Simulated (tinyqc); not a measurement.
# Atomic layer deposition: Langmuir saturation, growth per cycle and coating of deep features, step by step

A worked calculation. Computed by tinyqc, a small Python program that keeps every step. Command: `OMP_NUM_THREADS=1 python tinyqc.py 3011294 3011295 out.jsonl ald walk`. One thread of a shared host (Intel(R) Xeon(R) Processor @ 2.30GHz), about 0.01 s of CPU time with the checks. Intermediate numbers are printed to about 6 digits and carried at full precision; extremes and crossings named in words are read from the listed rows.

Precursor A sticks only on free sites, so a long enough pulse saturates; co-reactant B then frees the sites again.

Inputs (values chosen for the exercise, modelled on aluminium oxide from trimethylaluminium and water):

| quantity | value | unit |
|---|---|---|
| precursor mass M | 72 | u |
| site density q | 4.2 | 1/nm^2 |
| growth per cycle at saturation G | 1.2 | angstrom |
| sticking probability beta on free sites | 0.00045 | - |
| precursor pressure p | 13 | Pa |
| temperature T | 250 | C |
| pulse time t | 0.1 | s |
| co-reactant completion per pulse c_B | 0.9 | - |
| desorption energy E_d | 1.78 | eV |
| purge time t_p | 3.9 | s |
| aspect ratio a | 100 | - |

Feature: round hole.

Constants: u = 1.6605390666e-27 kg; k_B = 1.380649e-23 J/K; k_B = 8.617333262e-05 eV/K.

## Flux and saturation time

Wall flux F = p/sqrt(2 pi M k_B T); rate of filling k_a = beta F/q; desorption k_d = 1e13 exp(-E_d/(k_B T)) per second. 1/m^2 = 1e-18/nm^2. Temperatures in kelvin are T(C) + 273.15.

flux F = 176485 1/(nm^2 s)

k_a = 18.9091 1/s

k_d = 7.11749e-05 1/s

time to 99 % without desorption, ln(100)/k_a = 0.243542 s

## The first four cycles

One cycle from coverage th0: pulse A gives th1 = th_s + (th0 - th_s) exp(-(k_a + k_d) t), th_s = k_a/(k_a + k_d); the purge leaves th2 = th1 exp(-k_d t_p); pulse B converts c_B th2 into film and leaves th3 = (1 - c_B) th2. Growth = G c_B th2. Start from th0 = 0.

Cycles:

| cycle | th0 | th1 | th2 | th3 | growth (angstrom) |
|---|---|---|---|---|---|
| 1 | 0.0000000 | 0.849064 | 0.848828 | 0.0848828 | 0.916734 |
| 2 | 0.0848828 | 0.861875 | 0.861636 | 0.0861636 | 0.930567 |
| 3 | 0.0861636 | 0.862069 | 0.861829 | 0.0861829 | 0.930776 |
| 4 | 0.0861829 | 0.862071 | 0.861832 | 0.0861832 | 0.930779 |

## Steady growth per cycle

The periodic state has th0 = th3: th0 = (1 - c_B) e_p th_s (1 - e_a)/(1 - (1 - c_B) e_p e_a), with e_a = exp(-(k_a + k_d) t), e_p = exp(-k_d t_p). Share of impinging molecules used = q (th1 - th0)/(F t).

coverage after pulse A = 0.862072

growth per cycle = 0.930779 angstrom

share of impinging molecules used = 1.84646e-04

The pulse is 1.89 filling times long: not fully saturated, so thickness still depends somewhat on the local dose.

## Exposure for a deep feature

Diffusion-limited filling (Gordon) of a round hole of diameter w: a saturation front at depth z needs dz/dt = D_K n/(z (4q/w)), with Knudsen D_K = w c/3 and F = n c/4; including the entrance and floor terms, t = (q/F)(1 + 19a/4 + 3a^2/2). Reaction-limited filling needs ln(100)/k_a at any depth, k_a = beta F/q. Flow is molecular. The front picture holds when the modulus a sqrt(beta) is well above 1. Depth reached by the given pulse: solve the same formula for a. Exposure = p x diffusion-limited time; 1 langmuir = 1.33322e-4 Pa s.

diffusion-limited time = 0.368299 s

exposure = 35912.2 langmuir

modulus = 2.12132

aspect ratio reached by the front in time t = 51.3618

Diffusion needs 0.368 s and reaction 0.244 s: both matter. Caution: the modulus is not well above 1 or the Gordon time is under three times ln(100)/k_a, so there is no sharp front: the Gordon time is only a lower bound and the reaction time must be met as well. Caution: the pulse is shorter than ln(100)/k_a, so even the open surface is not saturated and the depth reached has no meaning. Caution: the depth reached is formal here: it is under 2/sqrt(beta), so no sharp front has formed.

## Coverage along the feature as the dose grows

Continuum model with steady gas transport: d2n/dz2 = 3 beta (1 - th) n/d_h^2 (d_h the hydraulic diameter, n = 1 at the mouth, no flux at the floor, 60 cells), d th/dt = beta F n (1 - th)/q; no desorption. Times are multiples of the larger of the Gordon time and ln(100)/k_a.

Coverage:

| multiple | t (s) | top cell | quarter depth | half depth | three quarters | floor cell |
|---|---|---|---|---|---|---|
| 0.05 | 0.018415 | 0.287 | 0.134 | 0.058 | 0.027 | 0.019 |
| 0.10 | 0.036830 | 0.492 | 0.258 | 0.118 | 0.056 | 0.039 |
| 0.20 | 0.073660 | 0.743 | 0.470 | 0.241 | 0.121 | 0.086 |
| 0.40 | 0.147319 | 0.935 | 0.755 | 0.483 | 0.277 | 0.207 |
| 0.60 | 0.220979 | 0.983 | 0.899 | 0.687 | 0.456 | 0.362 |
| 0.80 | 0.294639 | 0.996 | 0.962 | 0.835 | 0.639 | 0.543 |
| 1.00 | 0.368299 | 0.999 | 0.987 | 0.926 | 0.800 | 0.727 |
| 1.30 | 0.478788 | 1.000 | 0.998 | 0.984 | 0.949 | 0.924 |

At a multiple of 0.2 the coverage is 0.74 at the top and 0.09 at the floor. The coverage falls gradually with depth, without a sharp front. In the last row the floor reaches 0.924.

Checks made by the program: periodic state against 400 explicit cycles (relative difference below 1e-10).
